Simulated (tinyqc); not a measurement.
Worked calculation: Hubbard ring of 4 sites. One step of it, computed by the program tinyqc.

Question. Mean-field iteration 3. H(up) = T + U n(down), H(down) = T + U n(up); fill the lowest levels; n(new) = n + mixing (n(out) - n); E = tr T (rho up + rho down) + U sum n_up n_down of the output.

one-body matrix (hopping and site energies) (eV):
```
           1          2          3          4
1   0.000000  -0.610000   0.000000  -0.610000
2  -0.610000   0.000000  -0.610000   0.000000
3   0.000000  -0.610000   0.000000  -0.610000
4  -0.610000   0.000000  -0.610000   0.000000
```

U = 7.000000 eV

electrons, up and down: 3  2

mixing = 1

n(up) after iteration 2: 1 0.984629, 2 0.515371, 3 0.984629, 4 0.515371

n(down) after iteration 2: 1 0.049770, 2 0.950230, 3 0.049770, 4 0.950230

Give: levels, up; levels, down; energy; n(up) after iteration 3; n(down) after iteration 3.

Answer.

levels, up (eV): 0.1205  0.3484  6.6516  6.8795

levels, down (eV): 3.2041  3.6076  6.8924  7.2959

energy = 6.3900 eV

n(up) after iteration 3: 1 0.9831, 2 0.5169, 3 0.9831, 4 0.5169

n(down) after iteration 3: 1 0.0493, 2 0.9507, 3 0.0493, 4 0.9507
